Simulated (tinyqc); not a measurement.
## Trap density from two Hall measurements

Inverse problem. p-type body, charge-sheet picture, full ionisation (an idealisation for deep acceptors), Boltzmann statistics for free electrons. e = Ec - EF at the surface. psi = Eg - Vt ln(Nv/Na) - e; N_dep = sqrt(2 eps0 eps_r Na (psi - Vt)/q); n_f = sqrt(N_dep^2 + 2 eps0 eps_r Vt Nc exp(-e/Vt)/q) - N_dep; Vg = Vfb + psi + q (N_dep + n_t + n_f)/Cox, Cox = eps0 eox/tox. Find e and n_t at both points and the mean trap density between them.

Parameters, values chosen for the exercise; band and dielectric values close to those of silicon:

| symbol | value | unit | meaning |
|---|---|---|---|
| T | 300 | K | temperature |
| Eg | 1.12 | eV | band gap |
| eps_r | 11.5 |  | relative permittivity |
| Nc | 2.76e19 | cm^-3 | conduction-band density of states at T |
| Nv | 2.68e19 | cm^-3 | valence-band density of states at T |
| eox | 3.9 |  | relative permittivity of the insulator |
| tox | 68 | nm | insulator thickness |
| Na | 7.3e15 | cm^-3 | acceptor density |
| Vfb | -0.77 | V | flat-band voltage without trapped charge |

Constants: q = 1.602176634e-19 C, kB = 1.380649e-23 J/K, Vt = kB T/q, eps0 = 8.8541878128e-14 F/cm where lengths are in cm. Results are converted to the units shown.

Vg (V): 1.0530862  1.7291726
free sheet density from the Hall effect (cm^-2): 4.9414641e8  3.0297947e10

Solution. Each n_f fixes e; what the gate voltage holds beyond psi, N_dep and n_f is trapped; the difference quotient is the density, smeared over a few Vt.

e (eV): 0.2730  0.1630
n_t (cm^-2): 1.384e11  2.675e11
mean trap density = 1.173e12 cm^-2 eV^-1

tinyqc, about 0.02 s, one thread, Intel Xeon 2.30GHz (shared host): `OMP_NUM_THREADS=1 python tinyqc.py 2222158 2222159 out.jsonl`
